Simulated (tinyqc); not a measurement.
UHF in the sto-6g basis, for BeH, spin multiplicity 2, step by step (part 2 of 2). This run ends on a higher stationary point, not on the lowest solution. Computed by tinyqc, a small Python program that keeps every step (integrals from PySCF). Command: `OMP_NUM_THREADS=1 python tinyqc.py 28954 28955 out.jsonl` (the two numbers bound the seeds that draw the settings). One thread of a shared host (Intel(R) Xeon(R) Processor @ 2.60GHz), about 0.3 s of CPU time with the checks.

Geometry (angstrom):

| atom | x | y | z |
|---|---|---|---|
| Be | 0.000000 | 0.000000 | 0.000000 |
| H | 0.000000 | 0.000000 | 2.640000 |

## Iteration 3: diagonalisation and new density

F(alpha) (hartree), lower triangle:
```
            1Be 1s     1Be 2s   1Be 2px   1Be 2py    1Be 2pz     2H 1s
1Be 1s   -4.887686
1Be 2s   -1.303804  -0.758895
1Be 2px   0.004400  -0.030985  0.014610
1Be 2py  -0.004317   0.024246  0.002593  0.017729
1Be 2pz   0.006701   0.026507  0.004502  0.003844   0.012424
2H 1s    -0.020215  -0.068265  0.011054  0.005922  -0.097462  0.078777
```

F(beta) (hartree), lower triangle:
```
            1Be 1s     1Be 2s    1Be 2px    1Be 2py    1Be 2pz     2H 1s
1Be 1s   -4.840722
1Be 2s   -1.310896  -0.410405
1Be 2px   0.004403   0.019313   0.104843
1Be 2py  -0.003775  -0.014059  -0.000341   0.104449
1Be 2pz   0.006079   0.036129  -0.000064  -0.000246   0.110919
2H 1s    -0.019200  -0.086639   0.001620   0.000252  -0.078565  0.084933
```

X:
```
                 1          2         3          4          5         6
1Be 1s   -0.726905   0.375026  0.000000   0.000000  -0.328366  0.541448
1Be 2s    0.808358  -0.190691  0.000000   0.000000  -0.179828  0.599919
1Be 2px   0.000000   0.000000  0.916335  -0.400413   0.000000  0.000000
1Be 2py   0.000000   0.000000  0.400413   0.916335   0.000000  0.000000
1Be 2pz   0.214714   0.731845  0.000000   0.000000   0.643638  0.164725
2H 1s    -0.404141  -0.667139  0.000000   0.000000   0.572879  0.313596
```

Diagonalise F' = X^T F X, C = X C', fill 3 alpha and 2 beta electrons from the bottom; D(s) = C_occ C_occ^T. Each column has its largest component positive (the first on a tie).

F' = X^T F X (alpha) (hartree), lower triangle:
```
           1          2          3          4          5          6
1  -1.476086
2   0.975789  -0.402629
3  -0.020613   0.000233   0.017013
4   0.032110  -0.008155   0.002906   0.015327
5  -0.905518   0.542658   0.013411  -0.002669  -0.733701
6   1.559172  -1.040822  -0.005109   0.018273   1.308881  -2.581152
```

orbital energies (alpha) (hartree): MO1 -4.888531, MO2 -0.445361, MO3 -0.051837, MO4 0.016872, MO5 0.020496, MO6 0.187130

coefficients C (alpha):
```
               MO1        MO2        MO3        MO4        MO5        MO6
1Be 1s    0.996301  -0.274682   0.005152   0.024401  -0.004173   0.036347
1Be 2s    0.014158   1.024824  -0.023794  -0.086266   0.014319  -0.152873
1Be 2px  -0.000802   0.071811  -0.147771   0.855512   0.486415   0.067130
1Be 2py   0.000809  -0.056543  -0.072740  -0.497691   0.862426  -0.006031
1Be 2pz  -0.001348  -0.053598   0.759882   0.116227   0.123151  -0.643533
2H 1s    -0.000703   0.028909   0.527095  -0.007018   0.048375   0.868263
```

F' = X^T F X (beta) (hartree), lower triangle:
```
           1          2          3          4          5          6
1  -1.196814
2   0.929387  -0.353508
3   0.007247  -0.002528   0.104529
4  -0.012743   0.002105  -0.000376   0.104762
5  -0.939578   0.590506  -0.002191   0.005055  -0.660006
6   1.714260  -1.047327   0.009077  -0.015359   1.280348  -2.446117
```

orbital energies (beta) (hartree): MO1 -4.842093, MO2 -0.093348, MO3 0.027676, MO4 0.104251, MO5 0.107345, MO6 0.249017

coefficients C (beta):
```
               MO1        MO2        MO3        MO4        MO5        MO6
1Be 1s    0.995406  -0.251767   0.076708   0.000384  -0.026338   0.096061
1Be 2s    0.017485   0.922716  -0.288350  -0.001881   0.100714  -0.370194
1Be 2px  -0.000954  -0.087147   0.055901   0.547790   0.829315  -0.037966
1Be 2py   0.000809   0.060119  -0.048464   0.836499  -0.541296   0.036123
1Be 2pz  -0.001204  -0.042867   0.699260   0.014002  -0.094006  -0.723372
2H 1s    -0.001111   0.356579   0.583620  -0.002259   0.034064   0.752335
```

D(alpha) after iteration 3, lower triangle:
```
            1Be 1s     1Be 2s    1Be 2px    1Be 2py   1Be 2pz     2H 1s
1Be 1s    1.068092
1Be 2s   -0.267517   1.051030
1Be 2px  -0.021286   0.077098   0.026994
1Be 2py   0.015963  -0.056205   0.006688   0.008489
1Be 2pz   0.017294  -0.073029  -0.116137  -0.052245  0.580295
2H 1s    -0.005926   0.017075  -0.075813  -0.039976  0.398981  0.278665
```

D(beta) after iteration 3, lower triangle:
```
            1Be 1s     1Be 2s    1Be 2px    1Be 2py    1Be 2pz     2H 1s
1Be 1s    1.054221
1Be 2s   -0.214905   0.851710
1Be 2px   0.020991  -0.080429   0.007596
1Be 2py  -0.014330   0.055487  -0.005240   0.003615
1Be 2pz   0.009594  -0.039575   0.003737  -0.002578   0.001839
2H 1s    -0.090881   0.329002  -0.031074   0.021436  -0.015284  0.127150
```

## Convergence

Stop when the energy changes by less than 1e-10 hartree and every element of the error matrix X^T (F D S - S D F) X (for each spin) is below 3e-06.

Course of the cycle:

| iteration | E (hartree) | change | largest element of the error matrix |
|---|---|---|---|
| 1 | -7.00412889 | - | 1.55e+00 |
| 2 | -14.47037835 | -7.47e+00 | 7.79e-02 |
| 3 | -14.67599054 | -2.06e-01 | 9.59e-02 |
| 4 | -14.76079524 | -8.48e-02 | 1.47e-01 |
| 5 | -14.85530746 | -9.45e-02 | 7.12e-02 |
| 6 | -14.91349968 | -5.82e-02 | 6.64e-02 |
| 7 | -14.95318494 | -3.97e-02 | 4.29e-02 |
| 8 | -14.97293947 | -1.98e-02 | 2.46e-02 |
| 9 | -14.97875119 | -5.81e-03 | 1.13e-02 |
| 10 | -14.98007865 | -1.33e-03 | 5.76e-03 |
| 11 | -14.98040543 | -3.27e-04 | 3.25e-03 |
| 12 | -14.98052677 | -1.21e-04 | 2.07e-03 |
| 13 | -14.98059762 | -7.08e-05 | 1.63e-03 |
| 14 | -14.98064880 | -5.12e-05 | 1.38e-03 |
| ... | ... | ... | ... |
| 48 | -14.98093024 | -1.67e-06 | 2.43e-04 |
| 49 | -14.98093182 | -1.57e-06 | 2.36e-04 |
| 50 | -14.98093329 | -1.48e-06 | 2.28e-04 |
| 51 | -14.98093468 | -1.39e-06 | 2.22e-04 |
| 52 | -14.98093599 | -1.31e-06 | 2.15e-04 |
| 53 | -14.98093722 | -1.23e-06 | 2.08e-04 |
| 54 | -14.98093837 | -1.15e-06 | 2.02e-04 |
| 55 | -14.98093945 | -1.08e-06 | 1.96e-04 |
| 56 | -14.98094047 | -1.02e-06 | 1.90e-04 |
| 57 | -14.98094143 | -9.57e-07 | 1.84e-04 |
| 58 | -14.98094232 | -8.99e-07 | 1.79e-04 |
| 59 | -14.98094317 | -8.45e-07 | 1.73e-04 |
| 60 | -14.98094396 | -7.94e-07 | 1.68e-04 |
| 61 | -14.98094471 | -7.46e-07 | 1.63e-04 |

PySCF UHF in the same basis, after a stability check = -14.98095636 hartree

Not converged within the cap of 61 iterations: the residual falls steadily but slowly, by a factor of about 0.97 a step. Reruns (cap 100 unless said): DIIS 8: converged in 21 to a higher stationary point; damping 0.5: not converged; level shift 0.5: not converged; atomic densities as start, DIIS 8: not converged; the original settings with a cap of 400: converged in 205.
